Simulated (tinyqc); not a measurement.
Space-charge-limited current through a thin insulating or semi-insulating film with traps: one step, computed by the program tinyqc. Command: `OMP_NUM_THREADS=1 python tinyqc.py 3009710 3009711 out.jsonl sclc walk`. One thread of a shared host (Intel(R) Xeon(R) Processor @ 2.30GHz), about 0.01 s of CPU time with the checks.

One ohmic injecting contact at x = 0 (field zero), drift only, non-degenerate free carriers.

Problem. One point of the curve. Free density n_0 = N_c exp(-E_0/k_B T) in equilibrium; trapped density n_t(n) = N_t (n/N_c)^(T/T_c) (the low-temperature form). J = e mu n F and (eps eps_0/e) dF/dx = n - n_0 + n_t(n) - n_t(n_0) = rho(n). With F = J/(e mu n): d = (eps eps_0 J/(e^2 mu)) I_1 and V = (eps eps_0 J^2/(e^3 mu^2)) I_2, I_k = int_(n_L)^infinity dn/(n^(k+1) rho(n)), n_L the density at the anode; with u = n_L/n, 200 Gauss-Legendre points in t, u = 1 - (1 - t)^2. Anode field J/(e mu n_L); Mott-Gurney current (9/8) eps eps_0 mu V^2/d^3; ohmic current e n_0 mu V/d.

Inputs (values chosen for the exercise, modelled on HfO2):
```
quantity                                            value        unit
permittivity eps                                       22           -
band mobility mu                                    0.065  cm^2/(V s)
effective density of states N_c                   1.1e+20      1/cm^3
trap density N_t                                  2.1e+18      1/cm^3
equilibrium Fermi level below the band edge, E_0     0.86          eV
thickness d                                            37          nm
free density at the anode, in units of N_c        3.9e-07           -
temperature T                                         400           K
characteristic temperature T_c                       1200           K
```

Traps: exponential tail.

Constants: k_B = 8.617333262e-05 eV/K; eps_0 = 8.8541878128e-12 F/m; e = 1.602176634e-19 C.

Give: I_1; I_2; current density J; voltage V; anode field over mean field V/d; trap-free Mott-Gurney current; ohmic current.

Solution.

I_1 = 1.164e-30 cm^6

I_2 = 1.557e-44 cm^9

current density J = 0.002722 A/cm^2

voltage V = 0.01294 V

anode field over mean field V/d = 1.743

trap-free Mott-Gurney current = 0.4706 A/cm^2

ohmic current = 5.849e-08 A/cm^2

Caution: V is below 10 k_B T/e, where diffusion from the contact, left out here, dominates.
